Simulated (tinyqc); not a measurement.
What each parameter does: band edges of strained Si(1-x)Ge(x) on relaxed Si(1-y)Ge(y).

Values are linear in the Ge fraction but for ED(x) = linear - CD x (1 - x) and a(x) = linear - Ca x (1 - x). Energies are on the common scale of Ev.

Coherent growth on a (110) face: e_par = (a(y) - a(x))/a(x), e_perp = -(C11 + 3 C12 - 2 C44)/(C11 + C12 + 2 C44) e_par; exx = eyy = (e_par + e_perp)/2, ezz = e_par, exy = (e_perp - e_par)/2, eyz = ezx = 0.

A valley with unit axis u lies at Ev + gap + (av + a_valley) tr(e) + Xu (u.e.u - tr(e)/3); the Delta axes are x, y, z and the L axes [111], [1-1-1], [-11-1], [-1-11]. The second-order shift of the Delta valleys under shear is left out; it lowers the pair normal to the sheared plane by tens of meV at a shear of 1 %.

Valence edges: Ev plus the levels of the 6 x 6 matrix of X, Y, Z times spin with -Dso/3 + l exx + m (eyy + ezz) on the diagonal (cyclic), n exy off it, l = av + 2 b, m = av - b, n = sqrt(3) d. Spin-orbit term (Dso/3) L.sigma on X, Y, Z with (L_k)_ij = -i epsilon_kij: <X+|H|Y+> = -i Dso/3, <X+|H|Z-> = Dso/3, <Y+|H|Z-> = -i Dso/3, <Z+|H|X-> = -Dso/3, <Z+|H|Y-> = i Dso/3, <X-|H|Y-> = i Dso/3, and their conjugates; + and - are the spin along z.

Values chosen for the exercise (end members near Si and Ge, in this order; shifted at random, so the results belong to these values and not to a real crystal):
- a = (5.435, 5.663) angstrom (lattice constant)
- Dso = (0.044, 0.293) eV (spin-orbit splitting)
- av = (2.43, 1.22) eV (valence hydrostatic potential)
- b = (-2.07, -2.57) eV (tetragonal shear potential)
- d = (-4.77, -5.23) eV (trigonal shear potential)
- C11 = (165.2, 129.9) GPa
- C12 = (63.9, 47.7) GPa
- C44 = (80, 66.2) GPa
- Ev = (0, 0.62) eV (top of the unstrained valence band)
- ED = (1.144, 0.941) eV (gap to the Delta valleys)
- EL = (2.027, 0.732) eV (gap to the L valleys)
- aD = (1.57, 1.25) eV (hydrostatic potential of the Delta gap)
- aL = (-3.23, -2.92) eV (hydrostatic potential of the L gap)
- XuD = (9.46, 9.48) eV (uniaxial potential, Delta)
- XuL = (15.6, 14.96) eV (uniaxial potential, L)
- CD = 0.179 eV (bowing of the Delta gap)
- Ca = 0 angstrom (bowing of the lattice constant)
- face = 110 (growth face)
- x = 0.57 (Ge fraction of the layer)
- y = 0.2 (Ge fraction of the relaxed buffer)

dEc = Ec(buffer) - Ec(layer), dEv = Ev(layer) - Ev(buffer); buffer edges Ev(y) and Ev(y) + min(ED, EL).

Results for these values:
```
case  gap (eV)  valence splitting (meV)  dEc (eV)  dEv (eV)
base    0.8187                     80.4    0.0038    0.2522
```

What happens to each result for Ev = (0, 0.713) eV, all else kept?

Answer: gap does not change at the printed digits; valence splitting does not change at the printed digits; dEc falls from 0.0038 to -0.0306; dEv rises from 0.2522 to 0.2867.

The same for each parameter in turn:
```
case                       gap (eV)  valence splitting (meV)  dEc (eV)  dEv (eV)
base                         0.8187                     80.4    0.0038    0.2522
x = 0.6                      0.8004                     85.3    0.0007    0.2737
y = 0.23                     0.8322                     76.8    0.0017    0.2317
CD = 0.229 eV                0.8064                     80.4    0.0081    0.2522
Ev = (0, 0.713) eV           0.8187                     80.4   -0.0306    0.2867
aL = (-3.714, -3.358) eV     0.8187                     80.4    0.0038    0.2522
Dso = (0.051, 0.337) eV      0.8188                     85.6    0.0038    0.2522
av = (2.794, 1.403) eV       0.8187                     80.4    0.0099    0.2462
XuD = (10.879, 10.902) eV    0.8081                     80.4    0.0145    0.2522
```

The lowest valleys of the layer are Delta2, so among the conduction-band potentials only those of that family reach the gap and dEc; the buffer is unstrained. A shift large enough to swap the lowest family would change that.

tinyqc: `OMP_NUM_THREADS=1 python tinyqc.py 1050133 1050134 out.jsonl`; about 0.01 s, one thread, shared Intel(R) Xeon(R) Processor @ 2.30GHz.
